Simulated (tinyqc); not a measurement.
Orbital energy against energy difference: ionisation energy by orbital energies and by energy differences in the cc-pvdz basis, for H6, spin multiplicity 1. Computed by the program tinyqc with PySCF. 

Geometry (angstrom):
```
atom       x       y       z
H     0.0000  0.0000  0.0000
H     0.0000  0.0000  0.7590
H     0.0000  0.0000  1.7040
H     0.0000  0.0000  2.4630
H     0.0000  0.0000  3.4090
H     0.0000  0.0000  4.1680
```

CCSD(T) difference in the same basis = 11.3371 eV

IP-EOM-CCSD = 11.3881 eV

The cation is unrestricted; errors are against CCSD(T) in this basis, not against experiment.

First vertical ionisation energy (eV):
```
method     -e(HOMO)  E(cation) - E  error of -e(HOMO)  error of the difference
HF          11.5698      10.629425             0.2328                  -0.7077
LDA          6.8787      10.846077            -4.4584                  -0.4910
PBE          6.9768      10.934143            -4.3603                  -0.4029
B3LYP        8.1255      11.194981            -3.2116                  -0.1421
PBE0         8.2693      11.103898            -3.0678                  -0.2332
CAM-B3LYP    9.6288      11.206173            -1.7082                  -0.1309
LC-wPBE     10.9192      11.262842            -0.4179                  -0.0742
```

Koopmans errs by +0.23 eV and Delta-HF by -0.71 eV: relaxation, 0.94 eV, lowers the value and the missing correlation difference works against it. The PBE level is off by -4.4 eV through the wrong tail of its potential, though its energy difference is off by -0.40 eV; exact exchange deepens the level, and among the orbital energies HF comes closest; among the differences LC-wPBE does.
